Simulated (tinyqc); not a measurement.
Inside a calculation: nanosheet or nanowire with hard walls, valleys of the Si type. Values are carried at full precision from step to step, so a last printed digit may differ when a step is redone from the rounded ones.

Six ellipsoidal valleys along the cube axes: inverse mass tensor w = 1/mt + (1/ml - 1/mt) a a^T with a the unit axis. Device axes: x along the channel, z = [001], y = z x x.

Constants: hbar^2/2m0 = 3.80998211 eV angstrom^2; hbar = 6.58211957e-16 eV s; e^2/h = 3.874045865e-05 S; kB = 8.617333262e-05 eV/K.

Parameters, chosen for this exercise (near those of Si; not measured data):
- ml = 0.91 m0 (longitudinal mass)
- mt = 0.19 m0 (transverse mass)
- channel = 110 (transport direction x on a (001) wafer)
- W = 30 angstrom (width, along y)
- H = 60 angstrom (height, along z = [001])
- dE = 0.197 eV (EF above the lowest subband edge)
- T = 350 K (temperature)
- g_all = 6 (number of valleys)

## Valley masses for a [110] channel

Rotate w into the device axes and group equal valleys (|w_yz| counts); order by w_zz, then w_yy. 1/m_x = w_xx - w_xc w_c^-1 w_cx with c the block (y, z).

Valleys:
```
group  valleys g    w_yy    w_zz  |w_yz|  m_x (m0)
A              2  5.2632  1.0989  0.0000    0.1900
B              4  3.1810  5.2632  0.0000    0.5500
```

The lightest transport mass, 0.190 m0, belongs to group A.

## One-dimensional subbands

Hard walls around a W x H rectangle. The block w_c of w in (y, z) confines; the transport mass follows from 1/m_x = w_xx - w_xc w_c^-1 w_cx. The cross-section problem c (w_yy ky^2 + 2 w_yz ky kz + w_zz kz^2), c = hbar^2/2m0, is solved in products sin(n pi y/W) sin(l pi z/H), n, l = 1 to 12; if w_yz = 0 the levels are c pi^2 (w_yy n^2/W^2 + w_zz l^2/H^2). The w_yz term couples (n, l) to (n', l') by -2 c w_yz D_nn'(W) D_ll'(H) with D_nm(L) = 4 n m/(L (n^2 - m^2)) for n + m odd and 0 otherwise.

The ten lowest levels of all groups together, numbered within each group.

Subbands:
```
label  valleys g  m_x (m0)  E (eV)
B1             4    0.5500  0.1879
A1             2    0.1900  0.2314
A2             2    0.1900  0.2658
A3             2    0.1900  0.3232
B2             4    0.5500  0.3528
A4             2    0.1900  0.4036
A5             2    0.1900  0.5069
B3             4    0.5500  0.5866
B4             4    0.5500  0.6277
A6             2    0.1900  0.6331
```

The lowest subband is B1; the number of further ones in the list within kB T = 30.2 meV of it at 350 K is 0.

## Modes, density and velocity at zero temperature

With EF = E_lowest + dE, each subband below EF has k_F = sqrt(m_x (EF - E)/c), carries n = 2 g k_F/pi electrons per length (spin included), moves at v = 2 c k_F/(hbar m_x) and adds 2 g e^2/h to the ballistic conductance; c = hbar^2/2m0, 1 angstrom/s = 1e-8 cm/s.

Occupied subbands:
```
label  k_F (1/angstrom)  n (1/nm)  v (1e7 cm/s)
B1               0.1686     4.294          3.55
A1               0.0875     1.114          5.33
A2               0.0771     0.981          4.70
A3               0.0555     0.706          3.38
B2               0.0680     1.733          1.43
```

total n = 8.828 1/nm
ballistic conductance = 1084.7 microsiemens

EF lies below the last listed level, so the count is complete for these valleys (other families, and non-parabolicity above about 0.2 eV, are left out): 5 subbands with 14 valley modes. The Fermi velocity, averaged with the densities as weights, is 3.47 x 1e7 cm/s; the mean over all filled states moving one way is half of it.

## Threshold shift from confinement

Without degeneracy the line density is N1 exp((EF - Ec)/kB T) with N1 = sum 2 g sqrt(m_x kB T/(4 pi c)) exp(-E/kB T), here over n, l up to 80 where w_yz = 0 and over all levels of a 12 x 12 sine basis otherwise; the classical value is W H Nc with Nc = 2 g_all (m_dos kB T/(4 pi c))^(3/2), m_dos = (ml mt^2)^(1/3); dVt = kB T ln(W H Nc/N1).

Form N1, W H Nc and dVt.

N1 = 0.003226 1/nm
W H Nc = 0.6190 1/nm
dVt = 158.5 mV

## Checks

- Lowest level of group A on a 40 x 40 difference grid against the sine basis, eV: both 0.231.

(tinyqc, `OMP_NUM_THREADS=1 python tinyqc.py 1281812 1281813 out.jsonl`, Intel(R) Xeon(R) Processor @ 2.30GHz, 1 thread, shared host, about 0.02 s.)
